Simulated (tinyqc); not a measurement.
Harmonic transition-state theory with quantum, tunnelling and friction corrections: one step, computed by the program tinyqc.

One atom hops between equivalent sites; three modes at the minimum and two real modes at the saddle are treated as harmonic, the rest of the crystal as unchanged; melting is ignored, so hot rows may lie above the melting point.

Problem. Quantum harmonic rate. Vineyard: nu* = product of minimum frequencies / product of real saddle frequencies; k_cl = nu* exp(-E_b/(k_B T)). Quantum harmonic: k_q = (k_B T/h) [prod 2 sinh(x_i/2) (minimum) / prod 2 sinh(x_j/2) (saddle)] exp(-E_b/(k_B T)), x = h nu/(k_B T). Zero-point correction to the barrier = (h/2)(sum of saddle frequencies - sum of minimum frequencies).

Inputs (values chosen for the exercise, modelled on interstitial copper in silicon): barrier E_b = 0.208 eV; temperature T = 219 K.

Lattice of sites: three-dimensional.

frequencies at the minimum (THz): [6.62, 7.33, 7.43]

real frequencies at the saddle (THz): [5.03, 5.31]

Constants: h x 1 THz = 4.135667696 meV; k_B = 8.617333262e-05 eV/K.

Give: x at the minimum; x at the saddle; zero-point correction; quantum harmonic rate k_q; ratio k_q/k_cl.

Solution.

x at the minimum: [1.451, 1.606, 1.628]

x at the saddle: [1.102, 1.164]

zero-point correction = -22.83 meV

quantum harmonic rate k_q = 2.678e+08 1/s

ratio k_q/k_cl = 1.214

To second order in x the ratio is 1 + (sum x_i^2 - sum x_j^2)/24 = 1.1986.
